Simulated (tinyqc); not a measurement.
Defect-molecule model of a vacancy with Jahn-Teller distortion, step by step. Values are carried at full precision from step to step, so a last printed digit may differ when a step is redone from the rounded ones.

Four dangling hybrids a, b, c, d point into the vacancy: H_ii = E0, and -gm between any two. A tetragonal distortion Q pairs a with b and c with d: those two couplings become -gm - I Q and the other four -gm + I Q/2, at an elastic cost k Q^2/2. The a1 level holds two electrons; charge states 2+, + and 0 put n = 0, 1, 2 more into the lowest level of t2 origin. Energy from the 2+ state at Q = 0, with the Fermi level mu counted from Ev: W_n(Q) = n (et - 2 I Q) + k Q^2/2 + Uc n (n - 1)/2 - n mu. et = E0 + gm is the undistorted t2 level.

Values chosen for the exercise (of the size used for the vacancy in silicon; shifted at random, so the results belong to these values and not to a real crystal): E0 = -0.01 eV (level of a dangling hybrid, from Ev); gm = 0.4 eV (coupling between two dangling hybrids); I = 1.08 eV/angstrom (Jahn-Teller coupling); k = 16.7 eV/angstrom^2 (force constant of the mode); Uc = 0.17 eV (repulsion of two electrons in one orbital); Q = 0.11 angstrom (a trial distortion).

## The molecule at a trial distortion

Fill in H at Q.

H (eV), lower triangle:
```
         a        b        c        d
a  -0.0100
b  -0.5188  -0.0100
c  -0.3406  -0.3406  -0.0100
d  -0.3406  -0.3406  -0.5188  -0.0100
```

## One-electron levels

Diagonalise. By symmetry: a + b + c + d at E0 - 3 gm, a + b - c - d at E0 + gm - 2 I Q, and the pair a - b, c - d at E0 + gm + I Q.

levels (eV): -1.2100  0.1524  0.5088  0.5088

The t2 triplet has split by 3 I Q = 0.3564 eV, and its centre has stayed.

## Relaxed charge states

Minimise W_n over Q: Q_n = 2 n I/k, gain n^2 E_JT with E_JT = 2 I^2/k. W_n at mu = 0 is n et - n^2 E_JT + Uc n (n - 1)/2.

E_JT = 0.1397 eV

States:
```
n  charge  Q_n (angstrom)  gain (eV)  W_n (eV)
0      2+          0.0000     0.0000    0.0000
1       +          0.1293     0.1397    0.2503
2       0          0.2587     0.5588    0.3912
```

## Transition levels and the effective U

From the energies W_n of the relaxed states with n = 0, 1, 2 electrons: E(2+/+) = W1 - W0, E(+/0) = W2 - W1, U_eff = E(+/0) - E(2+/+), E(2+/0) = (W2 - W0)/2.

levels above Ev (eV): (2+/+) 0.2503, (+/0) 0.1409, (2+/0) 0.1956

U_eff = -0.1094 eV

U_eff < 0: the second electron is bound more strongly than the first, the + state is never the lowest, and the charge changes by two at 0.1956 eV.

## Vertical against thermal levels

At fixed Q the level for adding the first electron is et - 2 I Q. Capture into 2+ at Q0 = 0 costs et; removal from + at Q1 = 2 I/k takes place at et - 2 E_JT, E_JT = 2 I^2/k; the thermal level lies between, and the Franck-Condon shift is E_JT on each side. et = E0 + gm.

levels (eV): vertical at Q0 0.3900, thermal 0.2503, vertical at Q1 0.1106

Stokes shift = 0.2794 eV

## Checks

- W2 from the formula against a numerical minimum over Q with the level from H(Q): both 0.39125.

Computed by tinyqc, a small Python program: `OMP_NUM_THREADS=1 python tinyqc.py 1450318 1450319 out.jsonl` (the numbers bound the seed that draws the inputs); one thread of a shared host (Intel(R) Xeon(R) Processor @ 2.30GHz), about 0.01 s for the whole set of steps.
